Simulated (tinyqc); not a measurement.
The size of the error: propagation of a band-gap error through k.p and effective-mass formulas.

Chain, for a gap E (the reference Eg or another value), with Ep and Dso kept: 1/me = 1 + Ep (E + 2 Dso/3)/(E (E + Dso)); g* = 2 - 2 Ep Dso/(3 E (E + Dso)); g1(E) = g1 + (Ep/3)(1/E - 1/Eg), g2(E) = g2 + (Ep/6)(1/E - 1/Eg), light hole 1/(g1 + 2 g2), heavy hole 1/(g1 - 2 g2) along [100]; optical constant ei(E) = 1 + (ei - 1)(EP/(EP + E - Eg))^2, static e0(E) = ei(E) + e0 - ei.

Donor: R = Ry me/e0^2, a_B = a0 e0/me, Mott density (0.26/a_B)^3. Nc, Nv = 2 (m kT/(4 pi c))^(3/2), c = hbar^2/2m0, ni = sqrt(Nc Nv) exp(-E/2kT). Exciton: Ry mu/e0^2 with 1/mu = 1/me + g1(E). 1 angstrom^-3 = 1e24 cm^-3.

Constants: Ry = 13.60569312 eV; a0 (Bohr radius) = 0.5291772105 angstrom; kB = 8.617333262e-05 eV/K; hbar^2/2m0 = 3.80998211 eV angstrom^2.

Parameters, chosen for this exercise (reference values near those of InAs, gap at low temperature; shifted at random, so the results belong to these values and not to a real crystal):

| symbol | value | unit | meaning |
|---|---|---|---|
| Eg | 0.416 | eV | gap at Gamma to the s-like level |
| Dso | 0.391 | eV | spin-orbit splitting |
| Ep | 21.9 | eV | Kane energy |
| g1 | 20.01 |  | Luttinger gamma1 |
| g2 | 8.47 |  | gamma2 |
| e0 | 15.2 |  | static dielectric constant |
| ei | 12.1 |  | optical dielectric constant |
| EP | 4.46 | eV | mean (Penn) gap |
| mh | 0.62 | m0 | density-of-states mass of the holes |
| T | 300 | K | temperature |

E = f Eg; ratios against f = 1.

Results:

| f | E (eV) | me ratio | light-hole ratio | e0 ratio | donor ratio | Mott ratio | g* | log10 ni ratio |
|---|---|---|---|---|---|---|---|---|
| 0.25 | 0.104 | 0.289 | 0.260 | 1.114 | 0.233 | 0.0175 | -108.890 | 2.22 |
| 0.40 | 0.166 | 0.443 | 0.412 | 1.089 | 0.374 | 0.0674 | -59.547 | 1.83 |
| 0.60 | 0.250 | 0.637 | 0.612 | 1.058 | 0.569 | 0.218 | -33.702 | 1.25 |
| 0.80 | 0.333 | 0.821 | 0.808 | 1.028 | 0.777 | 0.510 | -21.699 | 0.63 |
| 1.00 | 0.416 | 1.000 | 1.000 | 1.000 | 1.000 | 1.00 | -15.004 | 0.00 |
| 1.50 | 0.624 | 1.429 | 1.463 | 0.936 | 1.630 | 3.55 | -7.013 | -1.63 |
| 2.00 | 0.832 | 1.841 | 1.904 | 0.881 | 2.374 | 9.14 | -3.610 | -3.30 |

Give the missing row, f = 1.20.

Computed row:
```
f     E (eV)  me ratio  light-hole ratio  e0 ratio  donor ratio  Mott ratio       g*  log10 ni ratio
1.20   0.499     1.174             1.188     0.973        1.239        1.75  -10.846           -0.65
```

Between f = 0.8 and 1.2 the mean powers d ln(ratio)/d ln f are 0.88 for me, 0.95 for the light hole, -0.13 for e0, 1.15 for the donor energy and 3.05 for the Mott density; ni moves by -0.77 decades per 0.1 eV, against -0.1 eV/(2 kT ln 10) = -0.84 from the exponential alone, the rest coming from Nc through me^(3/4). Rows with E below about 8 kT bring ni near Nc, beyond Boltzmann statistics. g* keeps its sign, from -108.89 to -3.61.

tinyqc: `OMP_NUM_THREADS=1 python tinyqc.py 1850710 1850711 out.jsonl`; about 0.01 s, one thread, shared Intel(R) Xeon(R) Processor @ 2.30GHz.
